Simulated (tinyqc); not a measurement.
Comparisons within one model: nanosheet or nanowire with hard walls, valleys of the Si type. A value that a table varies takes the place of the one given here.

Six ellipsoidal valleys along the cube axes: inverse mass tensor w = 1/mt + (1/ml - 1/mt) a a^T with a the unit axis. Device axes: x along the channel, z = [001], y = z x x.

Hard walls around a W x H rectangle. The block w_c of w in (y, z) confines; the transport mass follows from 1/m_x = w_xx - w_xc w_c^-1 w_cx. The cross-section problem c (w_yy ky^2 + 2 w_yz ky kz + w_zz kz^2), c = hbar^2/2m0, is solved in products sin(n pi y/W) sin(l pi z/H), n, l = 1 to 12; if w_yz = 0 the levels are c pi^2 (w_yy n^2/W^2 + w_zz l^2/H^2). The w_yz term couples (n, l) to (n', l') by -2 c w_yz D_nn'(W) D_ll'(H) with D_nm(L) = 4 n m/(L (n^2 - m^2)) for n + m odd and 0 otherwise.

Without degeneracy the line density is N1 exp((EF - Ec)/kB T) with N1 = sum 2 g sqrt(m_x kB T/(4 pi c)) exp(-E/kB T), here over n, l up to 80 where w_yz = 0 and over all levels of a 12 x 12 sine basis otherwise; the classical value is W H Nc with Nc = 2 g_all (m_dos kB T/(4 pi c))^(3/2), m_dos = (ml mt^2)^(1/3); dVt = kB T ln(W H Nc/N1).

Constants: hbar^2/2m0 = 3.80998211 eV angstrom^2; kB = 8.617333262e-05 eV/K.

Parameters, chosen for this exercise (near those of Si; shifted at random, so the results belong to these values and not to a real crystal): ml = 0.915 m0 (longitudinal mass); mt = 0.193 m0 (transverse mass); T = 300 K (temperature); g_all = 6 (number of valleys); channel = 110 (transport direction x on a (001) wafer); H = 40 angstrom (height, along z = [001]); Ws = (25, 35, 50, 75, 110, 170, 260) angstrom (widths); W = 160 angstrom (width, along y).

## From wire to sheet

Valleys:
```
group  valleys g     w_yy     w_zz   |w_yz|  m_x (m0)
A              2  5.18135  1.09290  0.00000   0.19300
B              4  3.13712  5.18135  0.00000   0.55400
```

Lowest level of each group (groups ordered by w_zz, then w_yy) and dVt against the width.

Results:
```
W (angstrom)  A1 (eV)  B1 (eV)  dVt (mV)
25             0.3374   0.3105     266.3
35             0.1847   0.2181     165.8
50             0.1036   0.1690     104.4
75             0.0603   0.1427      73.6
110            0.0418   0.1315      62.1
170            0.0324   0.1259      55.9
260            0.0286   0.1235      52.6
```

dVt falls from 266 to 53 mV. The lowest group changes from B to A between W = 25 and 35 angstrom (H = 40). At the widest W the lowest level is 0.0286 eV; the film limit c pi^2 w_zz/H^2 of that group is 0.0257 eV.

## Channel direction

The same rectangle along [100] and [110]; groups ordered by w_zz, then w_yy.

Lowest level of each group:
```
channel, group  valleys g   w_yy   w_zz  |w_yz|  m_x (m0)  E (eV)
[100] A                 2  5.181  1.093   0.000     0.193  0.0333
[100] B                 2  1.093  5.181   0.000     0.193  0.1234
[100] C                 2  5.181  5.181   0.000     0.915  0.1294
[110] A                 2  5.181  1.093   0.000     0.193  0.0333
[110] B                 4  3.137  5.181   0.000     0.554  0.1264
```

The lowest subband has m_x = 0.193 m0 and 2 valleys along [100], and 0.193 m0 and 2 valleys along [110]; its edge lies at 0.0333 and 0.0333 eV. These valleys have their axis along z, so turning the channel in the wafer plane leaves them alone; only the higher groups change.

## What each parameter does

E1 and E2 are the two lowest subband edges over all groups. Each row changes one parameter from the base and keeps the others.

Results:
```
case              E1 (eV)  E2 - E1 (meV)  m_x of lowest (m0)  dVt (mV)
base               0.0333           22.8               0.193      56.5
W = 150 angstrom   0.0343           26.0               0.193      57.2
H = 34 angstrom    0.0432           22.8               0.193      65.0
T = 350 K          0.0333           22.8               0.193      60.3
ml = 1.007 m0      0.0309           22.8               0.193      55.1
mt = 0.212 m0      0.0326           20.8               0.212      54.9
```

The largest shifts from the base row, up to three for each result and ties (the steps differ in size, so this ranks the rows, not the parameters). E1 (eV): H +0.0099, ml -0.0023, W +0.0010; unchanged at the printed digits by T. E2 - E1 (meV): W +3.1, mt -2.0; unchanged at the printed digits by H, T and ml. m_x of lowest (m0): mt +0.019; unchanged at the printed digits by W, H, T and ml. dVt (mV): H +8.5, T +3.8, mt -1.6.

Run: tinyqc, `OMP_NUM_THREADS=1 python tinyqc.py 1281363 1281364 out.jsonl`; Intel(R) Xeon(R) Processor @ 2.30GHz, one thread, shared host; about 0.05 s of CPU time with all checks.
